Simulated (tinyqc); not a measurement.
Solid solubility of a dopant against its melt (retrograde solidus), clustering and the electrically active fraction. From one set of inputs to another, one input at a time. Computed by tinyqc, a small Python program. Command: `OMP_NUM_THREADS=1 python tinyqc.py 3000233 3000234 out.jsonl retro ladder`. One thread of a shared host (Intel(R) Xeon(R) Processor @ 2.30GHz), about 0.01 s of CPU time with the checks.

The inputs printed are set A. Inputs not listed in the table keep their values of set A, so the rows need not describe a real material.

Inputs (values chosen for the exercise, for a model dopant):

| quantity | value | unit |
|---|---|---|
| melting point of the host T_m | 1687 | K |
| heat of melting of the host H_f | 50.2 | kJ/mol |
| interaction L of the melt | 12 | kJ/mol |
| enthalpy of transfer from melt to solid H | 1.04 | eV |
| entropy of transfer S | -1.93 | k_B |
| site density N0 | 5e+22 | 1/cm^3 |
| temperature T | 1480 | K |
| total dopant density N_t | 2.4e+20 | 1/cm^3 |
| atoms per cluster m | 2 | - |
| cluster scale N* at 1273 K | 2.5e+20 | 1/cm^3 |
| activation energy E_b of the cluster scale | 0.5 | eV |
| anneal temperature T_a | 1300 | K |
| prefactor of n_i | 3.94e+16 | 1/(cm^3 K^1.5) |
| energy E_i in n_i | 0.607 | eV |
| mobility mu | 90 | cm^2/(V s) |

Clustering: clusters that take up free electrons.

Constants: R = 8.314462618 J/(mol K); k_B = 8.617333262e-05 eV/K; e = 1.602176634e-19 C.

Method. x_l and x_s are atom fractions of the dopant in melt and solid; the solid is dilute. Liquidus of the host: R T ln(1 - x_l) + L x_l^2 = -H_f (1 - T/T_m). Distribution: k = x_s/x_l = exp[L (1 - x_l)^2/(R T)] exp(S/k_B - H/(k_B T)), the first factor being the activity coefficient in the melt. Solubility = x_s N0; at T_m x_l = 0. A highly soluble donor (another dopant than that of the solidus) is limited by clustering. Donors N_a are active, and clusters hold m atoms each: N_t = N_a + m C, m C = N* (N_a/N*)^m (n/N*)^m, each atom taking one electron, n = N_a/2 + sqrt(N_a^2/4 + n_i^2), n_i = prefactor x T^1.5 exp(-E_i/(k_B T)), with N*(T) = N*(1273 K) exp[-(E_b/k_B)(1/T - 1/1273)]. Resistivity = 1/(e mu N_a).

Each row keeps all changes above it:

| input moved | from | to | distribution coefficient k | active density N_a (1/cm^3) | resistivity (milliohm cm) |
|---|---|---|---|---|---|
| set A | - | - | 0.0000509 | 1.8425e+20 | 0.37638 |
| enthalpy of transfer from melt to solid H (eV) | 1.04 | 0.62 | 0.0013718 | 1.8425e+20 | 0.37638 |
| entropy of transfer S (k_B) | -1.93 | -1.64 | 0.0018333 | 1.8425e+20 | 0.37638 |
| anneal temperature T_a (K) | 1300 | 1350 | 0.0018333 | 1.9624e+20 | 0.35340 |
| activation energy E_b of the cluster scale (eV) | 0.5 | 0.22 | 0.0018333 | 1.8568e+20 | 0.37350 |
| total dopant density N_t (1/cm^3) | 2.4e+20 | 1.7e+20 | 0.0018333 | 1.4799e+20 | 0.46860 |
| interaction L of the melt (kJ/mol) | 12 | -4.3 | 0.0013040 | 1.4799e+20 | 0.46860 |
| temperature T (K) | 1480 | 1540 | 0.0015183 | 1.4799e+20 | 0.46860 |

Where does the difference come from?

Distribution coefficient k goes from 5.09e-5 to 0.00152, a factor 29.8 in all. The largest single move comes from enthalpy of transfer from melt to solid H (a factor 26.9), and interaction L of the melt works against it (a factor 0.711). Active density N_a goes from 1.84e20 to 1.48e20, a factor 0.803 in all. The largest single move comes from total dopant density N_t (a factor 0.797), and anneal temperature T_a works against it (a factor 1.07). Resistivity goes from 0.376 to 0.469, a factor 1.25 in all. The largest single move comes from total dopant density N_t (a factor 1.25), and anneal temperature T_a works against it (a factor 0.939). The single moves hold for this order of the switches; the total does not depend on the order.

Caution (all rows): this clustering law is a generic form; degeneracy and a doping-dependent mobility are left out.

Extremes, crossings and ranges named in words are read from the listed rows.
